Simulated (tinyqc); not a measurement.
# From one set of inputs to another, one input at a time

Model: hopping conduction between localised states. Computed by tinyqc, a small Python program. Command: `OMP_NUM_THREADS=1 python tinyqc.py 3017761 3017762 out.jsonl hop ladder`. One thread of a shared host (Intel(R) Xeon(R) Processor @ 2.30GHz), about 0.01 s of CPU time with the checks.

Energies are counted from the Fermi level. A small network shows the mechanism; the laws of an infinite system follow.

The inputs printed are set A. Inputs not listed in the table keep their values of set A, so the rows need not describe a real material.

Inputs (values chosen for the exercise, for a model defective oxide):
```
quantity                                    value         unit
localisation length xi                        0.5           nm
density of states g_0                     2.8e+20  1/(eV cm^3)
permittivity eps                               11            -
activation energy E_a to extended states    0.045           eV
prefactor of activated conduction             770         S/cm
prefactor of hopping                         0.53         S/cm
temperature T                                  19            K
```

Dimension: 3D.

Constants: k_B = 8.617333262e-05 eV/K; e^2/(4 pi eps_0) = 14.39964548 eV angstrom.

Method. Mott: T_M = 21.2/(k_B g_0 xi^3), exponent (T_M/T)^(1/4), mean hop r = (3/8) xi times the exponent. Efros-Shklovskii: T_ES = 2.8 e^2/(4 pi eps eps_0 k_B xi), exponent (T_ES/T)^(1/2). Coulomb gap width g_0^(1/2) (e^2/(4 pi eps eps_0))^(3/2). The numerical coefficients come from percolation theory and are given. sigma = s_1 exp(-E_a/k_B T) + s_2 exp(-larger of the two exponents); reduced activation energy w = d ln(sigma)/d ln(T) by a central difference of +/- 1 %.

Each row keeps all changes above it:
```
input moved                                       from       to  conductivity (S/cm)  mean hop by the Mott formula (nm)  hopping part (S/cm)
set A                                                -        -            9.019e-10                               4.62            1.032e-11
activation energy E_a to extended states (eV)    0.045    0.044            1.653e-09                               4.62            1.032e-11
localisation length xi (nm)                        0.5      1.4            1.710e-06                               5.98            1.708e-06
temperature T (K)                                   19       29            3.610e-05                               5.38            1.873e-05
prefactor of hopping (S/cm)                       0.53     0.22            2.515e-05                               5.38            7.773e-06
permittivity eps                                    11       14            2.515e-05                               5.38            7.773e-06
density of states g_0 (1/(eV cm^3))            2.8e+20  2.2e+19            1.738e-05                              10.16            8.587e-10
```

Which inputs carry the difference?

Conductivity goes from 9.02e-10 to 1.74e-5, a factor 19300 in all. The largest single move comes from localisation length xi (a factor 1030). Mean hop by the Mott formula goes from 4.62 to 10.2, a factor 2.20 in all. The largest single move comes from density of states g_0 (a factor 1.89), and temperature T works against it (a factor 0.900). Hopping part goes from 1.03e-11 to 8.59e-10, a factor 83.2 in all. The largest single move comes from localisation length xi (a factor 166000), and density of states g_0 works against it (a factor 1.10e-4). The single moves hold for this order of the switches; the total does not depend on the order.

Extremes, crossings and ranges named in words are read from the listed rows.
